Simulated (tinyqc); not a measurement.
Chemical vapour deposition: Grove model, boundary layer, depletion and step coverage. Inputs raised by 10 %, one at a time. Computed by tinyqc, a small Python program. Command: `OMP_NUM_THREADS=1 python tinyqc.py 3001736 3001737 out.jsonl cvd sens`. One thread of a shared host (Intel(R) Xeon(R) Processor @ 2.30GHz), about 0.03 s of CPU time with the checks.

A precursor diffuses to the surface and reacts there at first order; each molecule that reacts adds one formula unit of film.

Inputs (values chosen for the exercise, close to those used for epitaxial silicon from a chlorosilane): prefactor k0 of k_s = 5.6e+08 cm/s; activation energy E = 1.99 eV; temperature T = 1020 C; total pressure p = 150 torr; mole fraction of the precursor Y = 0.0021; gas diffusivity D0 at 273.15 K and 760 torr = 0.51 cm^2/s; film density N = 5e+22 formula units/cm^3; precursor mass M = 101 u; trench width w = 0.19 um; aspect ratio of the trench = 26; gas velocity U = 11 cm/s; kinematic viscosity nu0 at 273.15 K and 760 torr = 0.95 cm^2/s; susceptor length L = 29 cm; channel height b = 9.3 cm.

Reactor: horizontal, reduced pressure.

Constants: k_B = 1.380649e-23 J/K; u = 1.6605390666e-27 kg; k_B = 8.617333262e-05 eV/K.

Method:
- k_s = k0 exp(-E/(k_B T)); C_g = Y p/(k_B T), 1 torr = 133.322 Pa; D = D0 (T/273.15)^1.75 (760/p).
- Temperatures in kelvin are T(C) + 273.15.
- Mean speed c = sqrt(8 k_B T/(pi M)); reactive sticking probability beta = 4 k_s/c.
- nu = nu0 (T/273.15)^1.75 (760/p); Re = U L/nu; mean boundary layer delta = (2/3) L/sqrt(Re), at most b/2; h_g = D/delta.
- Fluxes in series: C_s = C_g/(1 + k_s/h_g); growth rate G = k_s h_g/(k_s + h_g) C_g/N; 1 cm/s = 6e8 nm/min.
- Plug flow: U b dC/dx = -k_eff C with k_eff = k_s h_g/(k_s + h_g), so C falls as exp(-k_eff x/(U b)); the used share of the precursor is 1 - C(L)/C(0).
- In a long trench of width w and depth l = aspect ratio x w: Knudsen diffusivity D_K = (2w) c/3 (hydraulic diameter 2w), combined as 1/D_e = 1/D_K + 1/D; D_e d2C/dz2 = 2 k_s C/w with D_e dC/dz = -k_s C at the floor. With m = sqrt(2 k_s/(w D_e)): C(floor)/C(top) = 1/[cosh(m l) + (k_s/(D_e m)) sinh(m l)].

Runs:
```
input moved                                           from     to  rate at the outlet over rate at the inlet  step coverage  modulus m l  ratio k_s/h_g
base run                                                 -      -                                     0.2759         0.8271       0.6240          1.164
activation energy E (eV)                              1.99  2.189                                     0.6764         0.9670       0.2555          0.195
total pressure p (torr)                                150    165                                     0.2947         0.8268       0.6245          1.281
gas diffusivity D0 at 273.15 K and 760 torr (cm^2/s)  0.51  0.561                                     0.2582         0.8273       0.6235          1.058
gas velocity U (cm/s)                                   11   12.1                                     0.3102         0.8271       0.6240          1.164
trench width w (um)                                   0.19  0.209                                     0.2759         0.8268       0.6245          1.164
susceptor length L (cm)                                 29   31.9                                     0.2426         0.8271       0.6240          1.164
```

Exponents ln(y'/y) / ln(x'/x):
```
input                                        rate at the outlet over rate at the inlet  step coverage  modulus m l  ratio k_s/h_g
activation energy E                                                              9.408          1.640       -9.368        -18.737
total pressure p                                                                 0.690         -0.003        0.009          1.000
gas diffusivity D0 at 273.15 K and 760 torr                                     -0.695          0.003       -0.008         -1.000
gas velocity U                                                                   1.228          0.000        0.000          0.000
trench width w                                                                   0.000         -0.003        0.009          0.000
susceptor length L                                                              -1.351          0.000        0.000          0.000
```

Among the inputs moved here: rate at the outlet over rate at the inlet answers most in size to activation energy E (exponent +9.408), next to susceptor length L (-1.351); its exponent is below 0.0005 for trench width w. Step coverage answers most in size to activation energy E (exponent +1.640); its exponent is below 0.0005 for gas velocity U, susceptor length L. modulus m l answers most in size to activation energy E (exponent -9.368), next to total pressure p (+0.009); its exponent is below 0.0005 for gas velocity U, susceptor length L. Its exponent +0.009 in trench width w: Knudsen transport has no length scale but w. Ratio k_s/h_g answers most in size to activation energy E (exponent -18.737), next to total pressure p (+1.000); its exponent is below 0.0005 for gas velocity U, trench width w, susceptor length L.

Caution (all rows): the boundary layer is capped at b/2, so U, L and nu no longer affect h_g. Caution (all rows): the hydraulic-diameter form of D_K is rough for a slit.
